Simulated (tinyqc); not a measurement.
# Reset of a mushroom phase-change cell, hemispherical electro-thermal model: what changes with what

Current spreads from a hemispherical contact of radius r0 into a large dome with constant rho and ka: j = I/(2 pi r^2). With s = r0/r the steady rise is T - T0 = c (b s - s^2), c = I^2 rho/(8 pi^2 ka r0^2). The heat lost through the heater, (T(r0) - T0)/Rh, fixes b = (2 + g)/(1 + g), g = 1/(2 pi ka r0 Rh).

Inputs (values chosen for the exercise); values of the order of Ge-Sb-Te and related chalcogenides:
```
symbol,value,unit,meaning
T0,300,K,ambient temperature
Tm,881,K,melting point
r0,22,nm,radius of the heater contact
rho,6.2,mohm cm,resistivity of the hot chalcogenide
ka,0.78,W/(m K),its thermal conductivity
Rh,10,K/uW,thermal resistance of the path through the heater
```

Each table varies one quantity; the others keep the values above.

## Amorphous thickness against current

The peak lies at s = b/2 with the rise c b^2/4; melting starts at the current where that equals Tm - T0, and the molten shell spans the roots of s^2 - b s + (Tm - T0)/c = 0 (s at most 1). Electrical resistance rho/(2 pi r0).

Amorphous thickness against current:
```
I (uA)  peak T (K)  T at the contact (K)  thickness of the melt (nm)  power (uW)
704          894.5                 834.8                       8.936       222.3
727          934.0                 870.4                       18.28       237.1
759          991.0                 921.7                       26.20       258.4
806           1079                  1001                       36.45       291.4
870           1208                  1117                       50.44       339.5
950           1383                  1274                       68.72       404.8
1060          1648                  1513                       95.89       504.0
1180          1970                  1803                       128.5       624.5
```

The thickness rises from 8.94 to 129 nm; it opens as the square root of I - Im just above the melting current of 696 uA. The contact itself melts from I = 759 uA on among the rows. For I = 1060, 1180 the peak exceeds 1600 K, where the material would degrade.

## Scaling of the melting current

Same model as above.

Rh is scaled as 1/r0, as for an isotropic shrink, in the last two columns and held fixed in the first two.

Results:
```
r0 (nm)  Im (uA)  Im/(2 pi r0^2) (MA/cm^2)  Im with Rh = Rh (22 nm/r0) (uA)  power there (uW)
5         200.73                    127.79                           158.17            49.374
12        420.75                    46.503                           379.61            118.50
17        561.57                    30.926                           537.79            167.87
24        748.54                    20.683                           759.23            237.00
33        979.99                    14.322                           1043.9            325.87
45        1280.8                    10.067                           1423.5            444.37
60        1650.9                    7.2985                           1898.1            592.49
```

Estimate the missing row, r0 = 8 nm.

Computed row:
```
r0 (nm)  Im (uA)  Im/(2 pi r0^2) (MA/cm^2)  Im with Rh = Rh (22 nm/r0) (uA)  power there (uW)
8         299.91                    74.581                           253.08            78.999
```

With this row back in the table: With isotropic scaling Im and the power go as r0^(1.00) and r0^(1.00), so the current density grows as 1/r0 and the voltage stays fixed. With Rh held, Im goes as r0^(0.85) over the table, as the heater path weighs more for a small contact. For r0 = 5, 8 boundary thermal resistance, left out here, would dominate.

Range of the model: Constant properties, no latent heat, thermoelectric terms, boundary resistance or heating in the heater itself.

tinyqc, about 0.01 s, one thread, Intel Xeon 2.30GHz (shared host): `OMP_NUM_THREADS=1 python tinyqc.py 2490103 2490104 out.jsonl`
